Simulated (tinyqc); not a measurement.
Inside a calculation. Method: sp3 tight binding, zinc-blende lattice. One step of it, computed by the program tinyqc.

Question. Levels at G. Diagonalise the Hermitian matrix.

H(k) at G (eV), order a s, a px, a py, a pz, c s, c px, c py, c pz:
$$\begin{pmatrix}
-15.620000 & 0.000000 & 0.000000 & 0.000000 & -8.400707 & 0.000000 & 0.000000 & 0.000000 \\
0.000000 & -5.880000 & 0.000000 & 0.000000 & 0.000000 & 3.788554 & 0.000000 & 0.000000 \\
0.000000 & 0.000000 & -5.880000 & 0.000000 & 0.000000 & 0.000000 & 3.788554 & 0.000000 \\
0.000000 & 0.000000 & 0.000000 & -5.880000 & 0.000000 & 0.000000 & 0.000000 & 3.788554 \\
-8.400707 & 0.000000 & 0.000000 & 0.000000 & -15.620000 & 0.000000 & 0.000000 & 0.000000 \\
0.000000 & 3.788554 & 0.000000 & 0.000000 & 0.000000 & -5.880000 & 0.000000 & 0.000000 \\
0.000000 & 0.000000 & 3.788554 & 0.000000 & 0.000000 & 0.000000 & -5.880000 & 0.000000 \\
0.000000 & 0.000000 & 0.000000 & 3.788554 & 0.000000 & 0.000000 & 0.000000 & -5.880000
\end{pmatrix}$$

Give: eigenvalues.

Answer.

eigenvalues (eV): [-24.0207, -9.6686, -9.6686, -9.6686, -7.2193, -2.0914, -2.0914, -2.0914]
